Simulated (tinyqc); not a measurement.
Electron continuity equation in a given potential, Scharfetter-Gummel discretisation: one step of the calculation.

Steady state in one dimension: J = q mu n E + q D dn/dx with E = -dpsi/dx and D = mu Vt, dJ/dx = 0, fixed densities nL and nR at the ends. The potential is given, psi = U x/L, and is not changed by the electrons.

Problem. Tridiagonal system for the inner nodes. Row i (1 to 10): B(-d_(i-1)) n_(i-1) + b_i n_i + B(d_i) n_(i+1) = f_i with b_i = -B(-d_i) - B(d_(i-1)) and f_i = 0; the known end values are moved to the right: f_1 loses B(-d_0) nL and f_10 loses B(d_10) nR. h = L/11, D = mu Vt.

Inputs (values chosen for the exercise); mobility that of a made-up semiconductor:
```
symbol,value,unit,meaning
T,293,K,temperature
mu,218,cm^2/(V s),electron mobility
L,13,um,length of the region
nL,5.3e12,cm^-3,density at x = 0
nR,4e13,cm^-3,density at x = L
```

Constants: q = 1.602176634e-19 C, kB = 1.380649e-23 J/K, Vt = kB T/q. Results are converted to the units shown.

```
interval     B(d_i)      B(-d_i)
0         5.0735668  0.032820491
1         5.0735668  0.032820491
2         5.0735668  0.032820491
3         5.0735668  0.032820491
4         5.0735668  0.032820491
5         5.0735668  0.032820491
6         5.0735668  0.032820491
7         5.0735668  0.032820491
8         5.0735668  0.032820491
9         5.0735668  0.032820491
10        5.0735668  0.032820491
```

Give: diagonal b; right side f.

Solution.

```
node  diagonal b  right side f (cm^-3)
1         -5.106             -1.739e11
2         -5.106                     0
3         -5.106                     0
4         -5.106                     0
5         -5.106                     0
6         -5.106                     0
7         -5.106                     0
8         -5.106                     0
9         -5.106                     0
10        -5.106             -2.029e14
```

Numbers from tinyqc (`OMP_NUM_THREADS=1 python tinyqc.py 2220143 2220144 out.jsonl`; about 0.01 s on one thread of a shared Intel Xeon 2.30GHz).
